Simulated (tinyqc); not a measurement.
# Worked calculation: trench capacitor in an array: capacitance, non-linearity, leakage and relaxation

Computed by the program tinyqc: `OMP_NUM_THREADS=1 python tinyqc.py 2102014 2102015 out.jsonl`, one thread of a shared Intel Xeon 2.30GHz, about 0.01 s for the whole run. Printed values are rounded.

A film between two metal electrodes, each interface adding a series capacitance ci. The small-signal permittivity is ek (1 + aq E^2); the field is found with the linear permittivity. Leakage J = J0 sinh(E/Ef). After a voltage step the film passes a relaxation current kr C V tt^(-nr), tt being the time in seconds. The sidewall is a coaxial capacitor with radii a = dm/2 - t and b = dm/2, depth AR dm; the end face is left out.

Inputs (values chosen for the exercise); permittivity of the order of that of titanium dioxide: relative permittivity of the film ek = 75.8; film thickness t = 6.5 nm; capacitance of each electrode interface (dead layer and screening) ci = 60 uF/cm^2; quadratic field coefficient of the permittivity aq = 0.033 cm^2/MV^2; bias V = 0.6 V; leakage prefactor J0 = 2.1e-11 A/cm^2; field for an e-fold rise of the leakage Ef = 0.25 MV/cm; diameter of the hole dm = 76 nm; aspect ratio, depth over diameter AR = 70; pitch of the square array pt = 140 nm; resistivity of the inner electrode rho = 140 uohm cm.

Constants: eps0 = 8.8541878128e-14 F/cm where lengths are in cm. Results are converted to the units shown.

## Planar capacitance, field and non-linearity

Planar film: Cf = eps0 ek/t, 1/C = 1/Cf + 2/ci, EOT = 3.9 eps0/C, effective permittivity C t/eps0, E = (V/t) C/Cf; quadratic coefficient [C(V)/C - 1]/V^2 with Cf (1 + aq E^2) in C(V).

Cf = 10.32535 uF/cm^2
C = 7.681530 uF/cm^2
EOT = 0.4495372 nm
effective permittivity = 56.39133
E = 0.6867221 MV/cm
quadratic coefficient = 32032.41 ppm/V^2
J = 1.630641e-10 A/cm^2

The interfaces take 25.6 % of the voltage.

## Cell capacitance, fields and time constant

Per length 1/c = ln(b/a)/(2 pi eps0 ek) + (1/a + 1/b)/(2 pi ci); cell capacitance c AR dm; per footprint over pt^2; fields c V/(2 pi eps0 ek r) at r = a and b; resistance of the inner electrode rho AR dm/(pi a^2); time constant R C/3 of the distributed line.

a = 31.5 nm
b = 38 nm
cell capacitance = 88.83213 fF
capacitance per footprint = 453.2251 uF/cm^2
field at a = 0.7542257 MV/cm
field at b = 0.6252134 MV/cm
R = 2.389289 kohm
R C/3 = 70.74854 ps

The array gives 59.0 times the planar capacitance per footprint; curvature makes the field at the inner electrode 1.10 times the planar value.
